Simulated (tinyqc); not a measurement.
Comparisons within one model: deep level as a short-range spherical well. A value that a table varies takes the place of the one given here.

A spherical well of radius R and depth V0 below the conduction edge, one mass m, c = hbar^2/2m0. The s level at binding Et solves k cot(k R) = -kappa with k = sqrt(m (V0 - Et)/c), kappa = sqrt(m Et/c); it exists for V0 > Vc = c (pi/2R)^2/m. Outside, psi falls as exp(-kappa r)/r.

Lucovsky model (delta well, plane-wave final states, no local-field factor): sigma = (32 pi alpha c/(3 n_r m Et)) (x - 1)^(3/2)/x^3, x = h nu/Et, c = hbar^2/2m0; 1 angstrom^2 = 1e-16 cm^2.

Constants: hbar^2/2m0 = 3.80998211 eV angstrom^2; fine-structure constant alpha = 0.007297352564; e^2/(4 pi eps0) = 14.39964547 eV angstrom; kB = 8.617333262e-05 eV/K.

Parameters, chosen for this exercise (near those of Si; the results hold for these values, not for the real material): R = 3.2 angstrom (radius of the well); m = 0.249 m0 (mass); fV = (1.04, 1.15, 1.27, 1.53, 2.27, 3.12, 5.42) (V0/Vc); n_r = 3.51 (refractive index); xs = (1.1, 1.28, 1.43, 1.84, 2.07, 2.62, 4.57, 6.01) (photon energies h nu/Et); eps = 11.5 (static dielectric constant); T = 350 K (temperature); Fs = (2, 10, 30, 70, 150, 300) kV/cm (fields).

## From threshold to a deep level

Et against the depth at fixed R; near threshold Et = (pi^2/16)(V0 - Vc)^2/Vc.

Results:
```
V0/Vc  V0 (eV)   Et (eV)  threshold form (eV)  1/kappa (angstrom)  share outside
1.04     3.834  0.003535             0.003639                65.8          0.953
1.15     4.240   0.04614              0.05117                18.2          0.841
1.27     4.682    0.1387               0.1658                10.5          0.744
1.53     5.641    0.4633               0.6388                 5.7          0.590
2.27     8.369     1.944                3.668                 2.8          0.359
3.12    11.503     4.163                10.22                 1.9          0.239
5.42    19.983     11.24                44.43                 1.2          0.117
```

The threshold form holds to 10 % up to V0/Vc = 1.04 of those listed. There the state is mostly outside the well (95 % in the first row) and knows only Et, which is why a delta-well model works; more than half is inside from V0/Vc = 2.27 on. A second s level would need V0/Vc > 9. From V0/Vc = 2.27 on Et exceeds the gap of the host, about 1.1 eV, so those rows only show the model.

## Neutral against charged centre

Et = 0.15114 eV

Lucovsky cross-section, its shape relative to the peak, and the shape of a hydrogen-like centre relative to threshold: x^-4 exp(4 - 4 atan(e)/e)/(1 - exp(-2 pi/e)), e = sqrt(x - 1).

Results:
```
x     h nu (eV)  sigma (1e-18 cm^2)  relative to peak  hydrogen-like
1.10      0.166                16.8             0.190          0.775
1.28      0.193                49.8             0.565          0.514
1.43      0.216                68.0             0.771          0.379
1.84      0.278                87.2             0.989          0.187
2.07      0.313                88.0             0.998          0.134
2.62      0.396                80.9             0.917          0.068
4.57      0.691                49.8             0.565          0.013
6.01      0.908                36.4             0.413          0.006
```

The short-range centre starts from zero, reaches half its peak at x = 1.24 and peaks at x = 2; in the last row it still has 41 % of the peak. The Coulomb centre is largest at threshold and is down to 0.6 % there. Reading the peak as the threshold would misplace the level by a factor 2, here 0.15 eV.

## Emission in a field

Barrier lowering for a charged centre (Poole-Frenkel) is 2 sqrt(q e F/eps), q = e^2/(4 pi eps0), and for the neutral well e F R; the one-dimensional enhancement is exp(lowering/kB T). 1 kV/cm = 1e-5 V/angstrom; tunnelling is left out.

Results:
```
F (kV/cm)  lowering, charged (meV)  enhancement  saddle at (angstrom)  lowering, neutral (meV)  enhancement
2                             10.0         1.39                   250                     0.06        1.002
10                            22.4         2.10                   112                     0.32        1.011
30                            38.8         3.62                    65                     0.96        1.032
70                            59.2         7.12                    42                     2.24        1.077
150                           86.7         17.7                    29                     4.80        1.173
300                          122.6         58.2                    20                     9.60        1.375
```

At 300 kV/cm the charged centre emits 58.2 times faster and the neutral one 1.37 times: the logarithm of the enhancement is linear in sqrt(F) for the first and in F for the second, which tells the charge state. In the last rows the lowering nears Et, where the formula is no longer safe. The largest lowering is 81 % of Et.

Program tinyqc; command `OMP_NUM_THREADS=1 python tinyqc.py 1250762 1250763 out.jsonl`; about 0.01 s on one thread of a shared Intel(R) Xeon(R) Processor @ 2.30GHz.
